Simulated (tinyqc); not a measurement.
# Stacked nanosheet transistor, parasitic resistance, capacitance and delay: what changes with what

Ns sheets share one contact on top; each has perimeter p = 2 (Ws + ts) and cross-section A = Ws ts; contact width Wc = Ws + 10 nm, stack height Hs = Ns pv. Sheet 1 is the top one. Contact length Lc = CPP - Lg - 2 Lsp, shared by two neighbouring gates. Source and drain sides are equal. The formulas are first-order estimates, not field solutions.

Inputs (values chosen for the exercise); values close to those of silicon logic devices: temperature T = 300 K; number of sheets Ns = 3; sheet width Ws = 12 nm; sheet thickness ts = 7 nm; vertical pitch of the sheets pv = 16 nm; vertical resistance between sheet levels rv = 211 ohm; contacted gate pitch CPP = 42 nm; gate length Lg = 12 nm; spacer length Lsp = 5 nm; relative permittivity of the spacer ks = 4; gate height above the channel stack Hc = 20 nm; contact resistivity rc = 7.1e-10 ohm cm^2; resistivity of the source-drain epitaxy re = 0.00064 ohm cm; current-carrying depth of the epitaxy te = 30 nm; resistivity of the extension rx = 0.0009 ohm cm; gate overlap Lov = 1.5 nm; inversion capacitance Cinv = 3 uF/cm^2; injection velocity vx = 1.1e7 cm/s; apparent mobility mu = 190 cm^2/(V s); threshold at zero drain voltage VT = 0.27 V; barrier lowering dl = 0.058 V/V; subthreshold factor n = 1.13; wire load Cw = 0.12 fF; supply voltage Vdd = 0.75 V.

Constants: q = 1.602176634e-19 C, kB = 1.380649e-23 J/K, eps0 = 8.8541878128e-12 F/m, Vt = kB T/q. Results are converted to the units shown.

Each table varies one quantity; the others keep the values above.

## Effect of the sheet width

Epitaxy sheet resistance Rsh = re/te, transfer length LT = sqrt(rc/Rsh), contact Rc = [sqrt(rc Rsh)/Wc] coth(Lc/(2 LT)); extension of one sheet Rx = rx Lsp/A. With N sheets: gate Cg = Cinv p N Lg; per side, plate Cp = ks eps0 [Wc (Hs + Hc) - N A]/Lsp, top fringe Cf = (2/pi) ks eps0 Wc ln(1 + Lg/(2 Lsp)), overlap Co = Cinv p N Lov. One sheet: I = p Q vx u/(1 + |u|^1.8)^(1/1.8), Q = Cinv n Vt ln(1 + exp((Vg' - VT + dl Vd')/(n Vt))), u = Vd' mu/(vx Lg), Vg' = Vgs - v, Vd' = Vds - 2 v, with the drop on each side v_j = Rc sum I + rv (sum over levels k = 2..j of the current of sheets k..Ns) + Rx I_j. Ieff = [I(Vgs = Vdd, Vds = Vdd/2) + I(Vdd/2, Vdd)]/2, total currents. With Cs = Cp + Cf + Co, the load of an inverter of two such devices driving an equal one is CL = 2 (Cg + 2 Cs) + 4 Cs + Cw (own drains counted twice for the Miller effect); delay CL Vdd/(2 Ieff).

Result of one run:
```
Ws (nm)  Rc (ohm)  Rx/N (ohm)  Ieff (uA)  CL (aF)  delay (ps)
8           433.2       267.9      72.30    279.6       1.450
```

What becomes of these results when the sheet width Ws is changed from 8 to 25 nm, all else the same?

Result of the changed run:
```
Ws (nm)  Rc (ohm)  Rx/N (ohm)  Ieff (uA)  CL (aF)  delay (ps)
25          222.8       85.71      150.1    437.5       1.093
```

The whole series:
```
Ws (nm)  Rc (ohm)  Rx/N (ohm)  Ieff (uA)  CL (aF)  delay (ps)
8           433.2       267.9      72.30    279.6       1.450
12          354.4       178.6      91.45    316.7       1.299
18          278.5       119.0      119.1    372.5       1.173
25          222.8       85.71      150.1    437.5       1.093
35          173.3       61.22      192.6    530.3       1.033
50          130.0       42.86      252.5    669.6      0.9945
70          97.47       30.61      326.1    855.3      0.9834
```

As Ws goes from 8 to 70 nm, Ieff rises from 72.3 to 326 uA, CL rises from 280 to 855 aF and the delay falls from 1.45 to 0.983 ps. From the first row to the last Ieff grows by a factor of 4.51 and CL by 3.06; the first step changes the delay by -10 %, the last by -1.1 %.

## Effect of the relative permittivity of the spacer

Same model as above.

The same in every row: Rc (ohm) = 354.4; Rx/N (ohm) = 178.6; Ieff (uA) = 91.45.

Results:
```
ks   CL (aF)  delay (ps)
1      261.5       1.072
2      279.9       1.148
4      316.7       1.299
5.5    344.4       1.412
7      372.0       1.525
```

Estimate the missing row, ks = 3.

Computed row:
```
ks  CL (aF)  delay (ps)
3     298.3       1.223
```

With this row back in the table: As ks goes from 1 to 7, Ieff stays at 91.5 uA, CL rises from 262 to 372 aF and the delay rises from 1.07 to 1.53 ps.

## Effect of the supply voltage

Same model as above.

The same in every row: Rc (ohm) = 354.4; Rx/N (ohm) = 178.6; CL (aF) = 316.7.

Effect of the supply voltage:
```
Vdd (V)  Ieff (uA)  delay (ps)
0.45         28.17       2.530
0.55         47.22       1.845
0.65         68.85       1.495
0.75         91.45       1.299
0.85         114.4       1.177
0.95         137.4       1.095
```

Read the table: what changes, and by how much?

As Vdd goes from 0.45 to 0.95 V, Ieff rises from 28.2 to 137 uA, CL stays at 317 aF and the delay falls from 2.53 to 1.09 ps.

Computed by the program tinyqc: `OMP_NUM_THREADS=1 python tinyqc.py 2170036 2170037 out.jsonl`, one thread of a shared Intel Xeon 2.30GHz, about 0.06 s for the whole run.
